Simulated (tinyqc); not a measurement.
Long runs: velocity against field: Monte Carlo simulation of one carrier in a uniform electric field. Computed by tinyqc, a small Python program. Command: `OMP_NUM_THREADS=1 python tinyqc.py 3007391 3007392 out.jsonl mcfl walk`. One thread of a shared host (Intel(R) Xeon(R) Processor @ 2.30GHz), about 1 s of CPU time with the checks.

The force e F acts along +z. Flights end at the constant total rate Gamma; the part of Gamma that the real rates do not fill is self-scattering, which leaves k unchanged. One valley, no impurities; equivalent final valleys enter only through Z_f in the optical rate.

Inputs (values chosen for the exercise, for a model non-polar semiconductor):

| quantity | value | unit |
|---|---|---|
| effective mass m | 0.223 | m_0 |
| non-parabolicity alpha | 0.49 | 1/eV |
| density rho | 4770 | kg/m^3 |
| sound velocity v_l | 4500 | m/s |
| acoustic deformation potential D_A | 9.7 | eV |
| phonon energy hbar w | 34.8 | meV |
| optical or intervalley deformation potential D_o | 9 | 1e8 eV/cm |
| final valleys Z_f | 3 | - |
| lattice temperature T | 300 | K |
| electric field F | 13 | kV/cm |
| energy E_max up to which Gamma must cover the rates | 0.6 | eV |
| seed of the random numbers | 49650 | - |

Crystal: non-polar. Band: Kane.

Constants: k_B = 1.380649e-23 J/K; e = 1.602176634e-19 C; hbar = 1.054571817e-34 J s; m_0 = 9.1093837015e-31 kg; hbar = 6.582119569e-16 eV s; k_B = 8.617333262e-05 eV/K.

Method:
- Kane band: hbar^2 k^2/(2 m) = E (1 + alpha E), speed v = hbar k/(m (1 + 2 alpha E)), states per spin, volume and energy g(E) = m k (1 + 2 alpha E)/(2 pi^2 hbar^2); overlap factors are set to 1. Masses are multiplied by m_0 and all formulas are in SI units.
- Phonon occupation N_q = 1/(exp(hbar w/(k_B T)) - 1).
- Acoustic deformation potential (elastic, equipartition, absorption and emission together): 1/tau = 2 pi k_B T D_A^2 g(E)/(hbar rho v_l^2).
- Optical or intervalley deformation potential: 1/tau = (pi Z_f D_o^2/(rho w)) [N_q g(E + hbar w) + (N_q + 1) g(E - hbar w)], with g = 0 below the band edge.
- Gamma is 1.05 times the largest total rate on the grid E = (j + 1/2) E_max/400, j = 0..399.
- On the grid E_j = (j + 1/2) hbar w/12 up to 20 k_B T + 2 hbar w, solve (sum of rates) l(E) = v(E); mu_0 = e sum g v l exp(-E/k_B T)/(3 k_B T sum g exp(-E/k_B T)).
- Flight: t = -ln(r1)/Gamma; k_z grows by e F t/hbar; E follows from the band; dz = (E_end - E_start)/(e F).
- Choice: with cumulative rates in the order acoustic, absorption, emission, the process is the first whose sum exceeds r2 Gamma; if none, self-scattering.
- Final state: E' = E, E + hbar w or E - hbar w gives k'. Isotropic processes: cos(theta) = 1 - 2 r3 from the z axis, phi = 2 pi r4, k' (sin theta cos phi, sin theta sin phi, cos theta).
- Each row: 250 carriers from a thermal start, 1600 flights each, the first half discarded, random numbers not printed; the error is the standard error over ten groups; the mean energy is taken at the ends of flights, which sample time evenly. Fields at which more than 0.02 % of the events exceed Gamma are left out.

Gamma = 62.3231 1e12/s

low-field mobility mu_0 = 1080.51 cm^2/(V s)

Monte Carlo results:

| F (kV/cm) | drift velocity (1e5 m/s) | error (1e5 m/s) | mu_0 F (1e5 m/s) | mean energy (meV) | real events (%) |
|---|---|---|---|---|---|
| 3.2 | 0.298 | 0.0088 | 0.3458 | 45.4 | 11.1 |
| 6.5 | 0.481 | 0.0073 | 0.7023 | 55.7 | 13.1 |
| 13.0 | 0.645 | 0.0086 | 1.4047 | 82.9 | 18.0 |

What does the comparison show, and why?

At the lowest field the drift velocity is 0.86 +/- 0.03 of the ohmic value mu_0 F, at the highest 0.46 +/- 0.01. The mean energy goes from 45 to 83 meV against the parabolic-band thermal value 3 k_B T/2 = 39 meV: the carriers heat, more of them reach the emission threshold, where they lose momentum, and the curve bends below the ohmic line. Only 11 to 18 % of the events are real; the rest is the price of a constant Gamma.

Extremes, crossings and ranges named in words are read from the listed rows.
